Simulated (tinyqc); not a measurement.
Where the concentration falls to given levels: concentration-dependent dopant diffusion with charged defects and the built-in field. Computed by tinyqc, a small Python program. Command: `OMP_NUM_THREADS=1 python tinyqc.py 3022487 3022488 out.jsonl extrinsic walk`. One thread of a shared host (Intel(R) Xeon(R) Processor @ 2.30GHz), about 0.09 s of CPU time with the checks.

A constant source C_s feeds a half space. The dopant moves through neutral point defects and through charged ones, whose number grows with the majority carrier density n.

Inputs (values chosen for the exercise, modelled on boron in silicon): neutral prefactor D0x = 0.0547 cm^2/s; neutral activation energy E0 = 3.51 eV; singly charged prefactor D01 = 0.814 cm^2/s; activation energy E1 = 3.51 eV; surface concentration C_s = 3e+19 1/cm^3; temperature T = 850 C; time t = 110 s.

Field enhancement: off.

Constants: k_B = 8.617333262e-05 eV/K.

Method:
- n_i = 3.87e16 T^1.5 exp(-7014/T) per cm^3 (T in kelvin, an empirical form); each D = prefactor x exp(-E/(k_B T)); the intrinsic diffusivity D_i is their sum.
- Temperatures in kelvin are T(C) + 273.15.
- n = C/2 + sqrt(C^2/4 + n_i^2); D(C) = h [Dx + D1 (n/n_i)], h = 1.
- With y = x/sqrt(D_s t), u = C/C_s and q = -(D/D_s) du/dy: du/dy = -q D_s/D, dq/dy = -(y/2) q D_s/D, u(0) = 1. The surface flux q(0) is shot so that u tends to 0 (LSODA, an adaptive multistep solver, relative tolerance 1e-10). Dose Q = 2 q(0) C_s sqrt(D_s t).
- For comparison, erfc profiles with a constant D: x = 2 sqrt(D t) erfc^-1(C/C_s), with D = D_i and D = D_s.

partial diffusivities (cm^2/s): Dx 9.72701e-18, D1 1.44749e-16

n_i = 2.82635e+18 1/cm^3

surface diffusivity D_s = 1.55967e-15 cm^2/s

intrinsic diffusivity D_i = 1.54476e-16 cm^2/s

Depth (nm):
```
C/C_s       D/D_s    full  erfc with D_i  erfc with D_s
8.00e-01  0.80510  1.6861         0.4670          1.484
5.00e-01  0.51569  3.8059         1.2434          3.951
2.00e-01  0.24009  5.6813         2.3625          7.507
1.00e-01  0.16056  6.3705         3.0323          9.635
3.00e-02  0.11499  7.1236         4.0006         12.712
1.00e-02  0.10410  7.6465         4.7485         15.088
1.00e-03  0.09954  8.5849         6.0661         19.275
1.00e-04  0.09909  9.4230         7.1723         22.790
```

What does the comparison show, and why?

The depth between C/C_s = 0.1 and 1e-4 spans 3.05 nm in the full profile, against 4.14 nm for D_i and 13.2 nm for D_s; the ratio of the depths at 1e-4 and at 0.5 is 2.48, against 5.77 for any erfc. The profile is box-like: fast diffusion in the heavily doped part feeds a front that moves slowly where D drops to D_i. Caution: the built-in field is switched off although C_s exceeds n_i; with it D_s would be larger by the factor 1 + C_s/sqrt(C_s^2 + 4 n_i^2).
